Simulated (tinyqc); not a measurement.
Worked calculation: configuration-coordinate model of carrier capture at a defect. Values are carried at full precision from step to step, so a last printed digit may differ when a step is redone from the rounded ones.

Two parabolas of equal curvature k in one coordinate Q: with the carrier free at the band edge, U_f = k Q^2/2; with the carrier trapped, U_t = k (Q - dQ)^2/2 - ET. ER = k dQ^2/2, Huang-Rhys factor S = ER/hw, hw = 0.0646541 sqrt(k/M) eV for k in eV/angstrom^2 and M in u. The curves cross at a height Eb = (ER - ET)^2/(4 ER) above the free minimum.

Constants: kB = 8.617333262e-05 eV/K.

Parameters, chosen for this exercise (of the size met at a vacancy centre in SiC; shifted at random, so the results belong to these values and not to a real crystal): ET = 0.79 eV (thermal depth of the level below the band edge); ER = 0.35 eV (relaxation energy); hw = 0.041 eV (phonon energy of the mode); M = 28 u (mass of the mode); T = 77 K (temperature); nu = 1e+11 1/s (attempt rate).

## The two parabolas

Form S, k, dQ, the crossing point Qc = (ER - ET)/(k dQ), Eb, and the emission barrier Eb + ET.

S = 8.537
k = 11.2599 eV/angstrom^2
dQ = 0.2493 angstrom
Qc = -0.1567 angstrom

barriers (eV): capture 0.1383, emission 0.9283

ER < ET: the crossing lies on the far side of the free minimum (the inverted case), where tunnelling between vibrational states can matter much if Eb is well above hw.

## Optical transitions

Vertical ionisation from the trapped minimum costs ET + ER; vertical capture from the free minimum releases ET - ER (none if negative); the band has a standard deviation sqrt(S hw^2 coth(hw/2kT)) with S = ER/hw, and a full width 2.35482 times that.

energies (eV): ionisation peak 1.140, zero-phonon 0.790, emission peak 0.440

coth(hw/2kT) = 1.0042
standard deviation = 0.1200 eV
full width = 0.2827 eV

Radiative capture would peak at 0.440 eV. The optical peak exceeds the thermal depth by a factor 1.44.

## The multiphonon factor

Multiphonon factor for giving p = ET/hw phonons to the lattice: W = exp(-S (2 nb + 1)) ((nb + 1)/nb)^(p/2) I_p(x), nb = 1/(exp(hw/kT) - 1), x = 2 S sqrt(nb (nb + 1)), I_p the modified Bessel function. Classical limit: W = hw exp(-Eb/kT)/sqrt(4 pi ER kT). At T = 0: exp(-S) S^p/Gamma(p + 1).

Form p, nb, x and ln W, the classical ln W, and the capture time 1/(nu W).

p, nb, x: 19.2683  0.0021  0.7789

ln W: quantum -7.345, classical -22.268

capture time = 1.55e-08 s

The quantum factor is 3.03e+06 times the classical one at kT/hw = 0.16: nuclear tunnelling rules.

## Emission by detailed balance

For equal degeneracies and one band-edge state, emission time = capture time x exp(ET/kT).

ET/kT = 119.059
log10 of the emission time in s = 43.90

## Checks

- Ln W for the nearest whole p against the double Poisson sum over emitted and absorbed phonons: both -7.12207.

(tinyqc, `OMP_NUM_THREADS=1 python tinyqc.py 1481477 1481478 out.jsonl`, Intel(R) Xeon(R) Processor @ 2.30GHz, 1 thread, shared host, about 0.01 s.)
